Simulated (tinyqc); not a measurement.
Raman shift of the zone-centre optical phonon of a diamond-structure crystal under stress: one step, computed by the program tinyqc. Command: `OMP_NUM_THREADS=1 python tinyqc.py 3001625 3001626 out.jsonl ramanstress walk`. One thread of a shared host (Intel(R) Xeon(R) Processor @ 2.30GHz), about 0.01 s of CPU time with the checks.

Axes x, y, z are the cube axes. Strain shifts the threefold optical mode and can split it; p, q and r are the phonon deformation potentials.

Question. Stress and strain tensors. Equal biaxial stress in the plane normal to the axis (unit vector n): sigma_ij = sigma (delta_ij - n_i n_j). eps_xx = S11 sigma_xx + S12 (sigma_yy + sigma_zz), and cyclic; eps_xy = S44 sigma_xy/2 (tensor strain).

Inputs (values chosen for the exercise, modelled on diamond): stress sigma (tension positive) = 0.18 GPa.

Stress state: biaxial. Axis: [001].

S44 = 1.750088 1/TPa

S11 = 0.9664723 1/TPa

S12 = -0.1017897 1/TPa

Give: stress; strain; volume strain.

Answer.

stress (GPa):
```
      x     y     z
x  0.18  0.00  0.00
y  0.00  0.18  0.00
z  0.00  0.00  0.00
```

strain (per mille):
```
        x       y        z
x  0.1556  0.0000   0.0000
y  0.0000  0.1556   0.0000
z  0.0000  0.0000  -0.0366
```

volume strain = 0.2746 per mille
